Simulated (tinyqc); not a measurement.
Worked calculation: geometry relaxation of a small cluster. Computed by tinyqc, a small Python program that keeps every step. Command: `OMP_NUM_THREADS=1 python tinyqc.py 3017852 3017853 out.jsonl relax walk`. One thread of a shared host (Intel(R) Xeon(R) Processor @ 2.30GHz), about 0.03 s of CPU time with the checks. Intermediate numbers are printed to about 6 digits and carried at full precision; extremes and crossings named in words are read from the listed rows.

E = sum_i {sum_j A exp(-p (r_ij/r0 - 1)) - xi sqrt(rho_i)}, rho_i = sum_j exp(-2 q (r_ij/r0 - 1)); the force on i is -sum_j w_ij (R_i - R_j)/r_ij with w_ij = -(2p/r0) A exp(-p (r_ij/r0 - 1)) + (xi q/r0) exp(-2 q (r_ij/r0 - 1)) (rho_i^(-1/2) + rho_j^(-1/2)).

Inputs (values chosen for the exercise, for model atoms):
```
quantity                 value           unit
length r0                 2.64       angstrom
repulsion A               0.17             eV
hopping xi                 2.2             eV
decay p                   11.2              -
decay q                      3              -
step factor eta          0.023  angstrom^2/eV
largest number of steps    500              -
```

Potential: Gupta. Method: steepest descent.

starting positions (angstrom):
```
           x     y      z
atom 1   0.3  0.01  -0.18
atom 2  2.52  0.13   0.12
atom 3  1.29  2.23  -0.05
atom 4  1.36  0.79   1.91
atom 5   1.2  0.58  -2.24
```

## Energy and forces at the start

Evaluate E and the forces at the starting positions.

distances (angstrom): 1-2 2.24339, 1-3 2.43421, 1-4 2.46984, 1-5 2.31916, 2-3 2.43963, 2-4 2.23278, 2-5 2.74126, 3-4 2.43313, 3-5 2.74348, 4-5 4.15839

energy at the start = -18.0318 eV

forces (eV/angstrom):
```
               x         y         z
atom 1  -3.79280  -0.74472   0.40874
atom 2   4.57764  -0.83143  -2.77044
atom 3  -0.03165  -0.00962  -0.81821
atom 4  -1.59196   0.89701   2.57886
atom 5   0.83876   0.68876   0.60104
```

## The first two steps

Steepest descent: R(new) = R + eta F. No atom moves more than 0.3 angstrom a step (the whole step is scaled). Stop when the largest force component is below 1e-5 eV/angstrom.

positions after step 1 (angstrom):
```
              x         y         z
atom 1  0.21277  -0.00713  -0.17060
atom 2  2.62529   0.11088   0.05628
atom 3  1.28927   2.22978  -0.06882
atom 4  1.32338   0.81063   1.96931
atom 5  1.21929   0.59584  -2.22618
```

energy after step 1 = -18.5788 eV

positions after step 2 (angstrom):
```
              x        y         z
atom 1  0.21387  0.00017  -0.15436
atom 2  2.61248  0.12357   0.03858
atom 3  1.29170  2.19642  -0.07760
atom 4  1.31801  0.81241   1.94609
atom 5  1.23394  0.60743  -2.19270
```

energy after step 2 = -18.7298 eV

## All steps

The formulas are those given above.

Course of the relaxation:
```
step    E (eV)  largest force (eV/angstrom)  force calls
0     -18.0318                  4.57764e+00            1
1     -18.5788                  1.45554e+00            2
2     -18.7298                  1.11675e+00            3
3     -18.8240                  9.98489e-01            4
4     -18.8957                  8.64904e-01            5
5     -18.9478                  7.11944e-01            6
6     -18.9835                  5.61949e-01            7
7     -19.0067                  4.30429e-01            8
8     -19.0211                  3.23959e-01            9
...        ...                          ...          ...
101   -19.0458                  2.02704e-05          102
102   -19.0458                  1.84597e-05          103
103   -19.0458                  1.68107e-05          104
104   -19.0458                  1.53090e-05          105
105   -19.0458                  1.39415e-05          106
106   -19.0458                  1.26961e-05          107
107   -19.0458                  1.15620e-05          108
108   -19.0458                  1.05292e-05          109
109   -19.0458                  9.58862e-06          110
```

final positions (angstrom):
```
              x         y         z
atom 1  0.13633  -0.03043  -0.06732
atom 2  2.60716   0.10087  -0.05503
atom 3  1.25852   2.17356  -0.14165
atom 4  1.32032   0.82130   1.87881
atom 5  1.34768   0.67470  -2.05481
```

final energy = -19.0458 eV

steps = 109

largest force at the end = 9.58862e-06 eV/angstrom

Converged in 109 steps.

## Curvatures at the end

Hessian at the final positions by central differences of the forces; six eigenvalues vanish (translations and rotations). Steepest descent is stable for eta below 2/lambda_max and contracts the softest mode by 1 - eta lambda_min a step.

non-zero eigenvalues (eV/angstrom^2): 3.8838  3.8839  9.6952  12.7760  12.7761  15.5967  15.5969  29.4921  41.8293

condition number = 10.7703

largest stable eta = 0.0478133 angstrom^2/eV

contraction of the softest mode = 0.910673

All are positive, so the end point is a minimum.

## Four methods from the same start

Conjugate gradient (Polak-Ribiere): d = F + beta d(old), beta = max(0, F.(F - F(old))/|F(old)|^2), d = F at first; step length from one secant, s = eta (F.d)/(F.d - F(R + eta d).d), replaced by eta if that is not positive; R(new) = R + s d. BFGS: R(new) = R + B F with the inverse Hessian B = eta 1 at first; with s = R(new) - R, y = F - F(new), rho = 1/(y.s): B(new) = (1 - rho s y^T) B (1 - rho y s^T) + rho s s^T, skipped if y.s is not positive. FIRE with unit mass: if F.v > 0, v = (1 - a) v + a |v| F/|F|, and after more than 5 such steps in a row dt = min(1.1 dt, 5 dt0), a = 0.99 a; else v = 0, a = 0.1, and dt = dt/2 (not at the first step). Then v = v + dt F, R(new) = R + dt v. dt0 = sqrt(eta), a = 0.1 at first. In this comparison each method may take up to 1500 steps.

Cost:
```
method              steps  force calls  final E (eV)  calls to reach 1e-2
steepest descent      109          110      -19.0458                   36
conjugate gradient    148          297      -19.0458                  277
BFGS                   25           26      -19.0458                   14
FIRE                  135          136      -19.0458                   58
```

In force calls the order is BFGS (26), steepest descent (110), FIRE (136), conjugate gradient (297). All that converged end at the same energy. Near the minimum steepest descent multiplies the slowest mode by 0.911 in size a step, 25 steps a decade of force, at a condition number of 10.8. On this problem it beats FIRE and conjugate gradient in force calls.

Checks made by the program: forces against finite differences of E (relative difference 5e-10).
